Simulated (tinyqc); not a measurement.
Extrapolating accelerated tests: lateral field, substrate current, probability of reaching the oxide barrier and hot-carrier lifetime of a silicon transistor (pseudo-two-dimensional and lucky-electron models). Computed by tinyqc, a small Python program. Command: `OMP_NUM_THREADS=1 python tinyqc.py 3028466 3028467 out.jsonl hotcar walk`. One thread of a shared host (Intel(R) Xeon(R) Processor @ 2.30GHz), about 0.01 s of CPU time with the checks.

Local-field models: a lucky carrier gains its energy at the peak field over a path free of collisions. Voltages are magnitudes.

Inputs (values chosen for the exercise, modelled on a silicon n-channel):
```
quantity,value,unit
channel length L,940,nm
oxide thickness t,26,nm
junction depth x_j,280,nm
mobility mu,350,cm^2/(V s)
saturation velocity v_s,0.79,1e7 cm/s
threshold voltage V_T,0.44,V
gate voltage V_G,4.5,V
drain voltage V_D,7.2,V
ionisation prefactor A_i,1.9e+06,1/cm
ionisation field B_i,1.74,MV/cm
hot-carrier mean free path lambda,7.6,nm
oxide barrier phi_b,3.1,eV
interface-trap threshold phi_it,3.7,eV
lifetime constant H,4,s microampere/micrometre
```

Drain: abrupt.

Constants: eps_0 = 8.8541878128e-12 F/m.

Method:
- C_ox = 3.9 eps_0/t; F_sat = 2 v_s/mu; V_Dsat = V_ov F_sat L/(V_ov + F_sat L), V_ov = V_G - V_T; I_D/W = C_ox v_s (V_ov - V_Dsat).
- Scale length l = 0.22 t^(1/3) x_j^(1/2) (all in cm); F_m = sqrt(((V_D - V_Dsat)/l_e)^2 + F_sat^2), with l_e = l; length of the velocity-saturated region l_e ln((V_D - V_Dsat)/(l_e F_sat) + F_m/F_sat).
- Substrate current I_sub/I_D = (A_i/B_i)(V_D - V_Dsat) exp(-B_i/F_m); probability of reaching the oxide barrier exp(-phi_b/(e lambda F_m)); lifetime tau = (H/(I_D/W)) exp(phi_it/(e lambda F_m)).
- V_10 solves tau = 3.156e8 s at the given V_G. The extrapolation fits ln(tau) against 1/V_D at 1, 1.08, 1.16 and 1.25 times the given V_D (rounded to 3 digits) by least squares and reads off the same tau.

V_Dsat = 2.07484 V

Stress points:
```
V_D (V),1/V_D (1/V),tau (s)
7.20,0.13889,66448
7.78,0.12853,14750
8.35,0.11976,4381
9.00,0.11111,1394
```

ten-year drain voltage V_10 = 5.3081 V

V_10 from the 1/V_D extrapolation = 5.0016 V

The extrapolation is 307 mV below the true value: ln(tau) is nearly linear in 1/(V_D - V_Dsat), not in 1/V_D, so the straight line errs on the safe side when one extrapolates down.

Extremes, crossings and ranges named in words are read from the listed rows.
